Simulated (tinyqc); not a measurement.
Inputs raised by 5 %, one at a time: hydrogenic impurity: series, fields, screening, photoionisation and donor-acceptor pairs. Computed by tinyqc, a small Python program. Command: `OMP_NUM_THREADS=1 python tinyqc.py 3017420 3017421 out.jsonl hydrogenic sens`. One thread of a shared host (Intel(R) Xeon(R) Processor @ 2.30GHz), about 0.03 s of CPU time with the checks.

One isotropic, parabolic band. Effective units: Ry* and a*, in which H = -nabla^2 - 2/r.

Inputs (values chosen for the exercise, modelled on AlN):

| quantity | value | unit |
|---|---|---|
| electron mass m | 0.325 | m_0 |
| dielectric constant eps | 8.8 | - |
| donor density N | 8.9e+17 | cm^-3 |
| magnetic field B | 350 | T |

Parts treated: magnetic field and photoionisation.

Constants: Ry = 13.605693123 eV; a_0 = 0.529177210903 angstrom; h x 1 THz = 4.135667696 meV; mu_B = 5.7883818060e-05 eV/T.

Method:
- Ry* = Ry m/eps^2, a* = a_0 eps/m; level n is bound by Ry*/n^2; <r> = (3/2) a* in 1s; lines 1s -> np at Ry* (1 - 1/n^2); 1 THz = 4.135667696 meV.
- Wigner-Seitz radius r_s = (3/(4 pi N))^(1/3); Mott criterion N_c^(1/3) a* = 0.26; overlap of two 1s orbitals at distance d: S = exp(-x)(1 + x + x^2/3), x = d/a*, with d = N^(-1/3).
- gamma = hbar omega_c/(2 Ry*) = mu_B B/(m Ry*). For m_z = 0, H = -nabla^2 - 2/r + gamma^2 rho^2/4, and the band edge moves to gamma Ry*. Basis: exp(-al rho^2 - be z^2), al_k = 0.02 x 2.4^k + gamma/4 x c with k = 0..11, be_k = 0.02 x 2.4^k and c = 0, 0.5, 1 (36 functions). With A = al_i + al_j, B = be_i + be_j (not the field) and the common factor pi^(3/2) dropped: S = 1/(A sqrt(B)), kinetic S (4 al_i al_j/A + 2 be_i be_j/B), <rho^2> = S/A, <1/r> = (2/sqrt(pi)) atanh(u)/(A u), u = sqrt(1 - B/A), which is (2/sqrt(pi))/A when A = B; overlap eigenvalues below 1e-11 are dropped. Binding = (gamma - E) Ry*; the spin term shifts level and edge alike.

Runs:

| input moved | from | to | Ry* (meV) | Mott density (cm^-3) | binding energy in the field (meV) | overlap S |
|---|---|---|---|---|---|---|
| base run | - | - | 57.100 | 5.9747e+18 | 97.297 | 0.018224 |
| electron mass m (m_0) | 0.325 | 0.34125 | 59.955 | 6.9165e+18 | 99.392 | 0.013741 |
| dielectric constant eps | 8.8 | 9.24 | 51.792 | 5.1612e+18 | 90.764 | 0.023772 |
| donor density N (cm^-3) | 8.9e+17 | 9.345e+17 | 57.100 | 5.9747e+18 | 97.297 | 0.019948 |
| magnetic field B (T) | 350 | 367.5 | 57.100 | 5.9747e+18 | 98.666 | 0.018224 |

Exponents ln(y'/y) / ln(x'/x):

| input | Ry* | Mott density | binding energy in the field | overlap S |
|---|---|---|---|---|
| electron mass m | 1 | 3 | 0.437 | -5.787 |
| dielectric constant eps | -2 | -3 | -1.425 | 5.448 |
| donor density N | 0 | 0 | 0.000 | 1.853 |
| magnetic field B | 0 | 0 | 0.286 | 0.000 |

To which inputs is each result most sensitive?

Among the inputs moved here: Ry* answers most in size to dielectric constant eps (exponent -2.000), next to electron mass m (+1.000); its exponent is below 0.0005 for donor density N, magnetic field B. Its exponent +1.000 in electron mass m: Ry* = Ry m/eps^2. Its exponent -2.000 in dielectric constant eps: Ry* = Ry m/eps^2. Mott density answers most in size to electron mass m (exponent +3.000), and about equally to dielectric constant eps (-3.000); its exponent is below 0.0005 for donor density N, magnetic field B. Its exponent +3.000 in electron mass m: the Mott density goes as a*^-3. Its exponent -3.000 in dielectric constant eps: the Mott density goes as a*^-3. Binding energy in the field answers most in size to dielectric constant eps (exponent -1.425), next to electron mass m (+0.437); its exponent is below 0.0005 for donor density N. overlap S answers most in size to electron mass m (exponent -5.787), next to dielectric constant eps (+5.448); its exponent is below 0.0005 for magnetic field B.

Caution (all rows): the field is beyond non-destructive laboratory magnets (about 100 T).
